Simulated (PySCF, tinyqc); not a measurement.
Inside a calculation. Method: CIS and TDHF on RHF in the sto-3g basis, for H3+, spin multiplicity 1. The lowest restricted solution is unstable here: a spin-polarised one lies 0.0005 hartree lower (PySCF). One step of it, computed by the program tinyqc.

Task: CIS matrix, singlets. A(ia,jb) = (e_a - e_i) d_ij d_ab + 2 (ia|jb) - (ij|ab).

orbital energies (hartree): MO1 -0.933767, MO2 -0.334416, MO3 0.216483

Two-electron integrals over orbitals (pq|rs), unique and non-zero (hartree):
```
(11|11) 0.557523    (21|21) 0.146500    (22|11) 0.471891    (22|22) 0.525762
(31|11) 0.094668    (31|22) -0.041681   (31|31) 0.137430    (32|21) -0.142303
(32|32) 0.159982    (33|11) 0.562622    (33|22) 0.501374    (33|31) 0.081434
(33|33) 0.599917
```

Give: CIS matrix A, singlet.

Result:

CIS matrix A, singlet (hartree):
```
        1>2     1>3
1>2  0.4205  0.0000
1>3  0.0000  0.8625
```
